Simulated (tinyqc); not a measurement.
# Doping from resistivity

Problem. A uniform, uncompensated and fully ionised sample has rho = 1/(q N mu), mu = m1 + (m2 (T/300 K)^(-bt) - m1)/(1 + (N/Nr)^am). Find N, mu and the diffusion coefficient mu Vt.

Inputs (values chosen for the exercise): temperature T = 250 K; mobility limit at high doping m1 = 150 cm^2/(V s); mobility limit at low doping, at 300 K m2 = 3890 cm^2/(V s); reference doping of the mobility law Nr = 2.6e17 cm^-3; exponent of the mobility law am = 0.554; temperature exponent of m2 bt = 2.

Constants: q = 1.602176634e-19 C, kB = 1.380649e-23 J/K, Vt = kB T/q. Results are converted to the units shown.

resistivity = 0.0021075006 ohm cm

Answer. With am below 1 the product N mu rises steadily with N, so one doping matches; it is found by iterating N = 1/(q rho mu(N)).

N = 2.000e18 cm^-3
mu = 1481 cm^2/(V s)
diffusion coefficient = 31.90 cm^2/s

Computed by the program tinyqc: `OMP_NUM_THREADS=1 python tinyqc.py 2110028 2110029 out.jsonl`, one thread of a shared Intel Xeon 2.30GHz, about 0.01 s for the whole run.
